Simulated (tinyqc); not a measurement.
Worked calculation: band edges of strained Si(1-x)Ge(x) on relaxed Si(1-y)Ge(y). Values are carried at full precision from step to step, so a last printed digit may differ when a step is redone from the rounded ones.

Values are linear in the Ge fraction but for ED(x) = linear - CD x (1 - x) and a(x) = linear - Ca x (1 - x). Energies are on the common scale of Ev.

Inputs chosen for the exercise (end members near Si and Ge, in this order; not measured data): a = (5.431, 5.663) angstrom (lattice constant); Dso = (0.043, 0.286) eV (spin-orbit splitting); av = (2.43, 1.25) eV (valence hydrostatic potential); b = (-2.11, -2.54) eV (tetragonal shear potential); d = (-4.74, -5.32) eV (trigonal shear potential); C11 = (164.4, 129.9) GPa; C12 = (64.8, 48.3) GPa; C44 = (79.6, 67.5) GPa; Ev = (0, 0.68) eV (top of the unstrained valence band); ED = (1.174, 0.933) eV (gap to the Delta valleys); EL = (2.041, 0.751) eV (gap to the L valleys); aD = (1.86, 1.19) eV (hydrostatic potential of the Delta gap); aL = (-2.92, -3.03) eV (hydrostatic potential of the L gap); XuD = (9.33, 9.56) eV (uniaxial potential, Delta); XuL = (16.77, 15.28) eV (uniaxial potential, L); CD = 0.205 eV (bowing of the Delta gap); Ca = 0.027 angstrom (bowing of the lattice constant); x = 0.15 (Ge fraction of the layer); y = 0 (Ge fraction of the relaxed buffer); face = 001 (growth face).

## Values of the layer and the buffer

Interpolate at x and at y.

Interpolated values (a in angstrom, C11, C12, C44 in GPa, all else in eV):
```
symbol     layer    buffer
a         5.4624    5.4310
Dso       0.0795    0.0430
av        2.2530    2.4300
b        -2.1745   -2.1100
d        -4.8270   -4.7400
C11     159.2250  164.4000
C12      62.3250   64.8000
C44      77.7850   79.6000
Ev        0.1020    0.0000
ED        1.1117    1.1740
EL        1.8475    2.0410
aD        1.7595    1.8600
aL       -2.9365   -2.9200
XuD       9.3645    9.3300
XuL      16.5465   16.7700
```

## Strain of the layer on a (001) buffer

Coherent growth on a (001) face: e_par = (a(y) - a(x))/a(x), e_perp = -2 (C12/C11) e_par; exx = eyy = e_par, ezz = e_perp, no shear.

Use the elastic constants of the layer.

e_par = -0.005741
e_perp = 0.004494

strain tensor in the cubic axes, rows x, y, z and columns alike:
$$\begin{pmatrix}
-0.005741 & 0.000000 & 0.000000 \\
0.000000 & -0.005741 & 0.000000 \\
0.000000 & 0.000000 & 0.004494
\end{pmatrix}$$

The layer is under compression in the plane; its volume changes by -0.699 %.

## Conduction valleys of the layer

A valley with unit axis u lies at Ev + gap + (av + a_valley) tr(e) + Xu (u.e.u - tr(e)/3); the Delta axes are x, y, z and the L axes [111], [1-1-1], [-11-1], [-1-11]. The second-order shift of the Delta valleys under shear is left out; it lowers the pair normal to the sheared plane by tens of meV at a shear of 1 %.

Give the hydrostatic shifts, the uniaxial shifts and the edges.

hydrostatic shifts of Delta and L (eV): [-0.0280, 0.0048]

uniaxial shifts (eV): Delta x -0.0319, Delta y -0.0319, Delta z 0.0639, L [111] 0.0000, L [1-1-1] 0.0000, L [-11-1] 0.0000, L [-1-11] 0.0000

valley edges (eV): Delta x 1.1537, Delta y 1.1537, Delta z 1.2496, L [111] 1.9543, L [1-1-1] 1.9543, L [-11-1] 1.9543, L [-1-11] 1.9543

The lowest set is Delta4 (the digit counts whole valleys) at 1.1537 eV; the Delta valleys spread over 96 meV and the L valleys over 0 meV.

## Valence edges of the layer

Valence edges: Ev plus the levels of the 6 x 6 matrix of X, Y, Z times spin with -Dso/3 + l exx + m (eyy + ezz) on the diagonal (cyclic), n exy off it, l = av + 2 b, m = av - b, n = sqrt(3) d. Spin-orbit term (Dso/3) L.sigma on X, Y, Z with (L_k)_ij = -i epsilon_kij: <X+|H|Y+> = -i Dso/3, <X+|H|Z-> = Dso/3, <Y+|H|Z-> = -i Dso/3, <Z+|H|X-> = -Dso/3, <Z+|H|Y-> = i Dso/3, <X-|H|Y-> = i Dso/3, and their conjugates; + and - are the spin along z.

Give the strain block and the three twofold edges.

strain block (eV), rows X, Y, Z and columns alike:
$$\begin{pmatrix}
0.0065 & 0 & 0 \\
0 & 0.0065 & 0 \\
0 & 0 & -0.0603
\end{pmatrix}$$

edges from the top (eV): [0.1085, 0.0779, -0.0071]

The top two edges are split by 31 meV.

## Gap and offsets against the buffer

Buffer: Ev(y) and Ec = Ev(y) + min(ED, EL). dEc = Ec(buffer) - Ec(layer), dEv = Ev(layer) - Ev(buffer); positive values confine the carrier in the layer; type I if both have one sign.

gap of the strained layer = 1.0452 eV
gap of the buffer = 1.1740 eV
dEc = 0.0203 eV
dEv = 0.1085 eV

Type I: electrons collect in the layer (20 meV) and holes in the layer (109 meV). The relaxed layer would have a gap of 1.112 eV, so strain has moved it by -66 meV. An offset this small is within the spread of published parameter sets, so the type is not settled by this model.

## Checks

- Mean of the three Delta edges against the hydrostatic shift alone (eV): both 1.18568.

(tinyqc, `OMP_NUM_THREADS=1 python tinyqc.py 1080825 1080826 out.jsonl`, Intel(R) Xeon(R) Processor @ 2.30GHz, 1 thread, shared host, about 0.02 s.)
